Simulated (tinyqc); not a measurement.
Slope factor and drain-induced lowering from three currents.

Inverse problem. With source and body at 0 V, I = A exp((Vg + dd Vd)/(nf Vt)) (1 - exp(-Vd/Vt)). Find nf, the swing nf Vt ln 10 and dd.

Parameters, values chosen for the exercise:

| symbol | value | unit | meaning |
|---|---|---|---|
| T | 300 | K | temperature |

Constants: q = 1.602176634e-19 C, kB = 1.380649e-23 J/K, Vt = kB T/q. Results are converted to the units shown.

currents at (Vg, Vd) = (0, 0.05), (0, 0.7) and (0.07, 0.7) V (nA/um): [0.20022981, 6.3682290, 45.959474]

Solution. The pair at equal Vd gives nf; the pair at equal Vg, after dividing out the factors 1 - exp(-Vd/Vt), gives dd.

nf = 1.37
swing = 81.6 mV/decade
dd = 0.180

Program tinyqc, `OMP_NUM_THREADS=1 python tinyqc.py 2242093 2242094 out.jsonl`; Intel Xeon 2.30GHz, shared host, one thread, about 0.03 s.
